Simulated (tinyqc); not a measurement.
Carrier lifetime of a p-type layer with SRH, radiative, Auger and surface recombination: lifetime against injection.

Uniform excess density dn = dp (no trapping), n = n0 + dn, p = p0 + dn, Boltzmann statistics, full ionisation. Surfaces enter as a rate 2 S dn/d, which holds while diffusion to them is fast.

ni = sqrt(Nc Nv) exp(-Eg/(2 Vt)), Eg in volts; majority density N/2 + sqrt(N^2/4 + ni^2), n0 p0 = ni^2; n1 = Nc exp(-Et/Vt), p1 = Nv exp((Et - Eg)/Vt); tn0 = 1/(sn vth Nt), tp0 = 1/(sp vth Nt). With e = n p - ni^2 = dn (n0 + p0 + dn): U_SRH = e/(tp0 (n + n1) + tn0 (p + p1)), U_rad = B e, U_Aug = (Cn n + Cp p) e, U_s = 2 S dn/d. Each tau is dn over its rate; tau = dn/U with U the sum.

Parameters, values chosen for the exercise; band and dielectric values close to those of cadmium telluride:

| symbol | value | unit | meaning |
|---|---|---|---|
| T | 300 | K | temperature |
| Eg | 1.52 | eV | band gap |
| Nc | 8.11e17 | cm^-3 | conduction-band density of states at T |
| Nv | 1.77e19 | cm^-3 | valence-band density of states at T |
| B | 2.04e-10 | cm^3/s | radiative coefficient |
| N | 2.5e15 | cm^-3 | acceptor density |
| Cn | 2.9e-30 | cm^6/s | Auger coefficient (two electrons) |
| Cp | 6.6e-31 | cm^6/s | Auger coefficient (two holes) |
| Nt | 2.2e12 | cm^-3 | trap density |
| sn | 2e-14 | cm^2 | capture cross-section for electrons |
| sp | 2e-16 | cm^2 | capture cross-section for holes |
| vth | 1.1e7 | cm/s | thermal velocity (both carriers) |
| Et | 0.94 | eV | trap level below the conduction band |
| S | 0 | cm/s | surface recombination velocity (both faces) |
| d | 200 | um | sample thickness |

Constants: q = 1.602176634e-19 C, kB = 1.380649e-23 J/K, Vt = kB T/q. Results are converted to the units shown.

Result of one run:
```
tau_SRH (s)	tau_rad (s)	tau_Aug (s)	tau (s)	radiative share (%)	largest path
2.149e-6	1.960e-6	0.2418	1.025e-6	52.30	radiative
```

Which excess density dn gave this result: 1e12, 1e13, 1e16, 1e17 or 1e19 cm^-3?

dn = 1e12 cm^-3.

The whole series:
```
dn (cm^-3)	tau_SRH (s)	tau_rad (s)	tau_Aug (s)	tau (s)	radiative share (%)	largest path
1e11	2.074e-6	1.961e-6	0.2424	1.008e-6	51.41	radiative
1e12	2.149e-6	1.960e-6	0.2418	1.025e-6	52.30	radiative
1e13	2.889e-6	1.953e-6	0.2364	1.165e-6	59.67	radiative
1e14	1.001e-5	1.885e-6	0.1917	1.587e-6	84.15	radiative
1e15	6.110e-5	1.401e-6	0.05484	1.369e-6	97.76	radiative
1e16	1.674e-4	3.922e-7	0.002148	3.912e-7	99.75	radiative
1e17	2.036e-4	4.782e-8	2.728e-5	4.773e-8	99.80	radiative
1e18	2.082e-4	4.890e-9	2.801e-7	4.806e-9	98.28	radiative
1e19	2.086e-4	4.901e-10	2.808e-9	4.173e-10	85.14	radiative
```

Radiative recombination leads at dn = 1e11 and in all other rows. The total lifetime goes from 1.01e-6 through a maximum of 1.59e-6 (at dn = 1e14 among the rows listed) to 4.17e-10 s. tau_SRH goes from 2.07e-6 s (low-injection limit 2.07e-6 s) to 2.09e-4 s (high-injection limit tn0 + tp0 = 2.09e-4 s). Between the last two rows tau_rad goes as dn^(-1.00) and tau_Aug as dn^(-2.00); the radiative share goes from 51.4 through a maximum of 99.8 (at dn = 1e17 among the rows listed) to 85.1 %. For dn = 1e18, 1e19 the carriers are degenerate, where B and the Auger coefficients no longer stay constant.

Numbers from tinyqc (`OMP_NUM_THREADS=1 python tinyqc.py 2300125 2300126 out.jsonl`; about 0.01 s on one thread of a shared Intel Xeon 2.30GHz).
